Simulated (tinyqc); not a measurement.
Hydrogen passivation of interface dangling bonds: competing passivation and dissociation with distributed barriers: one step, computed by the program tinyqc.

P_b + H2 gives P_bH + H at the rate k_f [H2]; P_bH gives P_b + H at the rate k_d. All defects start unpassivated. E_f and E_d are Gaussian and independent.

Problem. Distributed barriers. [H2] = solubility factor x p; a = k_f0 [H2] exp(-E_f/(k_B T)), d = k_d0 exp(-E_d/(k_B T)). For one pair of barriers the active share is y = [d + a exp(-(a + d) t)]/(a + d). Temperatures in kelvin are T(C) + 273.15. Average y over both Gaussians with 40 x 40 Gauss-Hermite points. Active density N0 y; threshold shift if each active defect holds one charge, e N0 y t_ox/(3.9 eps_0).

Inputs (values chosen for the exercise, close to those used for P_b centres at the silicon-oxide interface):

| quantity | value | unit |
|---|---|---|
| defect density N0 | 3.9e+12 | 1/cm^2 |
| passivation prefactor k_f0 | 8e-07 | cm^3/s |
| mean passivation barrier E_f | 1.54 | eV |
| spread sigma_f | 0.099 | eV |
| dissociation prefactor k_d0 | 7e+12 | 1/s |
| mean dissociation barrier E_d | 2.8 | eV |
| spread sigma_d | 0.092 | eV |
| H2 in the oxide per atm, solubility factor | 5.8e+17 | 1/(cm^3 atm) |
| hydrogen pressure p | 1 | atm |
| anneal temperature T | 225 | C |
| anneal time t | 120 | s |
| oxide thickness | 4 | nm |

Constants: k_B = 8.617333262e-05 eV/K; e = 1.602176634e-19 C; eps_0 = 8.8541878128e-12 F/m.

Give: active share y; active density; threshold shift.

Solution.

active share y = 0.9152

active density = 3.569e+12 1/cm^2

threshold shift = 662.5 mV
